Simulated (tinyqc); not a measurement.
Plane-wave Kohn-Sham cycle with exchange-only LDA in a layered model solid, step by step. One step of it, computed by the program tinyqc.

Task: Iteration 2: Hamiltonian at one k. H(m,m') = (k + G_m)^2/2 delta + V(G_m - G_m'), with V(-G) = V(G).

A solid whose potential varies along x alone (atomic units):
```
parameter                      value
period a                    6.100000
cross-section of the cell  20.000000
electrons per cell                 2
grid points                       16
plane waves -n..n, n               2
k points                           4
V1 in V1 cos(2 pi x/a)     -0.360000
V2 in V2 cos(4 pi x/a)      0.130000
```

V(G_m), m = 0, 1, 2, ... (hartree): [-0.239472, -0.137356, 0.068447, 0.000149, -0.000077]

k = 0.125000 2 pi / a

Give: H.

Result:

H (hartree), order -2, -1, +0, +1, +2:
$$\begin{pmatrix}
1.6255 & -0.1374 & 0.0684 & 0.0001 & -0.0001 \\
-0.1374 & 0.1667 & -0.1374 & 0.0684 & 0.0001 \\
0.0684 & -0.1374 & -0.2312 & -0.1374 & 0.0684 \\
0.0001 & 0.0684 & -0.1374 & 0.4319 & -0.1374 \\
-0.0001 & 0.0001 & 0.0684 & -0.1374 & 2.1560
\end{pmatrix}$$
